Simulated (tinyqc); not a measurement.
Etch lag against aspect ratio: ion-assisted plasma etching: sheath, surface coverage, synergy and aspect-ratio dependence. Computed by tinyqc, a small Python program. Command: `OMP_NUM_THREADS=1 python tinyqc.py 3007786 3007787 out.jsonl etch walk`. One thread of a shared host (Intel(R) Xeon(R) Processor @ 2.30GHz), about 0.06 s of CPU time with the checks.

Radicals adsorb on bare sites; ions remove covered sites with a high yield and bare sites by sputtering; a slow spontaneous reaction acts everywhere, walls included.

Inputs (values chosen for the exercise, close to those used for silicon dioxide in a fluorocarbon plasma):
```
quantity                                value       unit
plasma density n_e                    5.3e+09     1/cm^3
electron temperature T_e                  2.4         eV
ion mass M_i                               40          u
sheath voltage V                           44          V
radical density n                     2.6e+13     1/cm^3
radical mass M_n                           31          u
gas temperature T_g                       400          K
sticking coefficient s                   0.63          -
radicals per removed unit x                 4          -
yield slope b                            0.19  eV^(-1/2)
threshold E_th                             16         eV
sputter slope b_p                       0.013  eV^(-1/2)
sputter threshold E_p                      26         eV
spontaneous reaction probability k_c  5.5e-06          -
solid density N                       2.2e+22     1/cm^3
ion temperature T_i                      0.15         eV
```

Feature: long trench.

Constants: e = 1.602176634e-19 C; u = 1.6605390666e-27 kg; k_B = 1.380649e-23 J/K; eps_0 = 8.8541878128e-12 F/m.

Method:
- Bohm speed u_B = sqrt(e T_e/M_i); ion flux G_i = 0.61 n_e u_B; radical flux G_n = n c/4 with c = sqrt(8 k_B T_g/(pi M_n)).
- Debye length lambda_D = sqrt(eps_0 T_e/(e n_s)) with n_s = 0.61 n_e, T_e in volts; Child-law sheath d = (sqrt2/3) lambda_D (2 V/T_e)^(3/4); ion energy E = V + T_e/2; angular spread = arctan(sqrt(T_i/E)).
- Yields: Y = b (sqrt(E) - sqrt(E_th)) on covered sites, Y_p = b_p (sqrt(E) - sqrt(E_p)) on bare ones (zero below threshold).
- Steady coverage: s G_n (1 - theta) = x Y G_i theta; removal flux = Y G_i theta + Y_p G_i (1 - theta) + k_c G_n; rate = flux/N, 1 cm/s = 6e8 nm/min.
- Lateral rate = k_c G_n/N; anisotropy = 1 - lateral/vertical; synergy = vertical/(ions alone + radicals alone), with ions alone Y_p G_i/N and radicals alone the lateral rate.
- Transmission of a long trench, rough form: K = (1 + ln(1 + A))/(1 + A + ln(1 + A)), walls that scatter diffusely without loss. With a loss probability S = s (1 - theta) at the floor, G_b/G_n = K/(K + S - K S); theta follows G_b, and the two are solved together. Ions are taken to reach the floor unshadowed; G_b replaces G_n in every term of the rate; A is depth over width.

yield Y = 0.517388

sputter yield Y_p = 0.0211130

ion flux G_i = 7.77879e+14 1/(cm^2 s)

radical flux G_n = 3.39742e+17 1/(cm^2 s)

vertical rate = 10.9487 nm/min

coverage theta = 0.992535

Floor of the feature:
```
A            K  G_b/G_n    theta  rate (nm/min)  relative rate
0.5    0.73760  0.99833  0.99252         10.948        0.99998
1.0    0.62869  0.99722  0.99251         10.948        0.99997
2.0    0.51203  0.99552  0.99250         10.948        0.99995
5.0    0.35830  0.99158  0.99247         10.948        0.99990
10.0   0.25361  0.98616  0.99243         10.947        0.99984
20.0   0.16821  0.97675  0.99236         10.946        0.99972
50.0   0.08978  0.95234  0.99216         10.942        0.99942
100.0  0.05317  0.91630  0.99186         10.937        0.99896
```

K falls by a factor 13.9 over the rows and the rate by 1.00. Among these rows the rate stays within 10 % of the open-field value up to A = 100, as near saturation the coverage changes little when G_b falls. Caution: rows with A above about 1/(2 tan(ion spread)) or 1/sqrt(k_c), often 10 to 30, are formal: ion shadowing, radical loss on the walls, redeposition of sputtered material and, in fluorocarbon plasmas, polymer growth are left out and add to the lag.
